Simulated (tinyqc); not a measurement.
Square on-chip spiral inductor, lumped pi model: one step of the calculation.

Outer diameter do = di + 2 n wd + 2 (n - 1) sp, mean da = (do + di)/2, fill p = (do - di)/(do + di), length l = 4 n da. L = 2.34 mu0 n^2 da/(1 + 2.75 p), mu0 = 4 pi 1e-7 H/m. Rs = rho l/(wd delta (1 - exp(-th/delta))), delta = sqrt(rho/(pi f mu0)). Cs = n wd^2 eps0 eo/hu across the coil. At each end Cox = l wd eps0 eo/(2 ho) leads to the substrate branch Rsi = 2 rs he/(l wd) in parallel with Csi = l wd eps0 11.7/(2 he). With one end grounded Y = 1/(Rs + i w L) + i w Cs + 1/[1/(i w Cox) + 1/(1/Rsi + i w Csi)], w = 2 pi f; Q = -Im Y/Re Y. Eddy currents in neighbouring turns and in the substrate are left out.

Problem. Geometry and model elements. do, l, L, delta, Rs, Cs, Cox, Rsi and Csi as defined.

Inputs (values chosen for the exercise); values of the order met in silicon radio-frequency processes:
```
symbol  value     unit                                     meaning
n         4.5                                      number of turns
wd          4       um                                  line width
sp        1.5       um                         space between turns
di        100       um                              inner diameter
th          3       um                             metal thickness
rho       1.9  uohm cm                           metal resistivity
ho        3.1       um                        oxide below the coil
hu        0.8       um            oxide between coil and underpass
eo        4.1                   relative permittivity of the oxide
rs         10   ohm cm                       substrate resistivity
he         80       um  effective spreading depth in the substrate
f        0.88      GHz                                   frequency
```

Constants: eps0 = 8.8541878128e-12 F/m. Results are converted to the units shown.

Find: do; l; L; delta; Rs; Cs; Cox; Rsi; Csi.

Solution.

do = 146.5 um
l = 2218 um
L = 4.832 nH
delta = 2.339 um
Rs = 6.235 ohm
Cs = 3.267 fF
Cox = 51.96 fF
Rsi = 1803 ohm
Csi = 5.746 fF

Computed by the program tinyqc: `OMP_NUM_THREADS=1 python tinyqc.py 2302087 2302088 out.jsonl`, one thread of a shared Intel Xeon 2.30GHz, about 0.01 s for the whole run.
